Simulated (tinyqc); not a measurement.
Tight binding, dimerised chain, step by step. Computed by tinyqc, a small Python program that keeps every step. Settings: t1 = 1.49, t2 = 0.46, delta = 0, points = 8, cells = 5. Command: `OMP_NUM_THREADS=1 python tinyqc.py 31545 31546 out.jsonl` (the two numbers bound the seeds that draw the settings). One thread of a shared host (Intel(R) Xeon(R) Processor @ 2.60GHz), about 0.01 s of CPU time with the checks.

## Bloch Hamiltonian at k

Parameters chosen for this model:
```
parameter     value                      unit
t1         1.490000       eV, inside the cell
t2         0.460000         eV, between cells
delta             0  eV, +/- on the two sites
```

k point k (2 pi / a): 0.3600

H_AA = +delta, H_BB = -delta, H_AB = -t1 - t2 exp(-i k a).

H(k) at k (eV):
```
                 A                B
A           0.0000  -1.1968+0.3544i
B  -1.1968-0.3544i           0.0000
```

## Levels at k

Diagonalise the Hermitian matrix.

eigenvalues (eV): -1.2482  1.2482

weights |c|^2 of the basis functions:
```
   band 1  band 2
A  0.5000  0.5000
B  0.5000  0.5000
```

## Bloch Hamiltonian at X

k point X (2 pi / a): 0.5000

As before.

H(k) at X (eV):
```
         A        B
A   0.0000  -1.0300
B  -1.0300   0.0000
```

## Levels at X

As before.

eigenvalues (eV): -1.0300  1.0300

weights |c|^2 of the basis functions:
```
   band 1  band 2
A  0.5000  0.5000
B  0.5000  0.5000
```

## Bands along a path

The same steps at evenly spaced points between the labelled ones.

Bands along the path (eV):
```
k          band 1  band 2
G         -1.9500  1.9500
G-X 0.20  -1.8817  1.8817
G-X 0.40  -1.6898  1.6898
G-X 0.60  -1.4171  1.4171
G-X 0.80  -1.1501  1.1501
X         -1.0300  1.0300
```

With 1 band(s) filled, the highest filled level on these points lies at X and the lowest empty one at X: a gap of 2.0600 eV, direct.

## Berry (Zak) phase of the lower band

On 8 points k_j = j/N: phase = -Im ln of the product of <u_j|u_(j+1)>, closed with u_N = u_0 (the cell-periodic part is taken without the site positions). Single arguments depend on the phases chosen for the u_j; only their sum modulo 2 pi does not.

Overlaps:
```
j  |<u_j|u_j+1>|  argument (rad)
0         0.9961         -0.0887
1         0.9981          0.2384
2         0.9999         -0.2859
3         0.9907          0.1362
4         0.9907          0.1362
5         0.9999         -0.2859
6         0.9981          0.2384
7         0.9961         -0.0887
```

phase / pi, folded into (-1, 1] = 0.0000

## Open chain of 5 cells

H of the open chain (eV):
```
          1        2        3        4        5        6        7        8
1    0.0000  -1.4900   0.0000   0.0000   0.0000   0.0000   0.0000   0.0000
2   -1.4900   0.0000  -0.4600   0.0000   0.0000   0.0000   0.0000   0.0000
3    0.0000  -0.4600   0.0000  -1.4900   0.0000   0.0000   0.0000   0.0000
4    0.0000   0.0000  -1.4900   0.0000  -0.4600   0.0000   0.0000   0.0000
5    0.0000   0.0000   0.0000  -0.4600   0.0000  -1.4900   0.0000   0.0000
6    0.0000   0.0000   0.0000   0.0000  -1.4900   0.0000  -0.4600   0.0000
7    0.0000   0.0000   0.0000   0.0000   0.0000  -0.4600   0.0000  -1.4900
8    0.0000   0.0000   0.0000   0.0000   0.0000   0.0000  -1.4900   0.0000
9    0.0000   0.0000   0.0000   0.0000   0.0000   0.0000   0.0000  -0.4600
10   0.0000   0.0000   0.0000   0.0000   0.0000   0.0000   0.0000   0.0000

          9       10
1    0.0000   0.0000
2    0.0000   0.0000
3    0.0000   0.0000
4    0.0000   0.0000
5    0.0000   0.0000
6    0.0000   0.0000
7    0.0000   0.0000
8   -0.4600   0.0000
9    0.0000  -1.4900
10  -1.4900   0.0000
```

The same hoppings without the wrap-around bond.

levels (eV): -1.8985  -1.7522  -1.5370  -1.2990  -1.1057  1.1057  1.2990  1.5370  1.7522  1.8985

weights of the highest filled level on the sites: 0.0638  0.0351  0.1351  0.1093  0.1567  0.1567  0.1093  0.1351  0.0351  0.0638

The bulk gap runs from -1.0300 to 1.0300 eV; no level of this chain lies inside it.
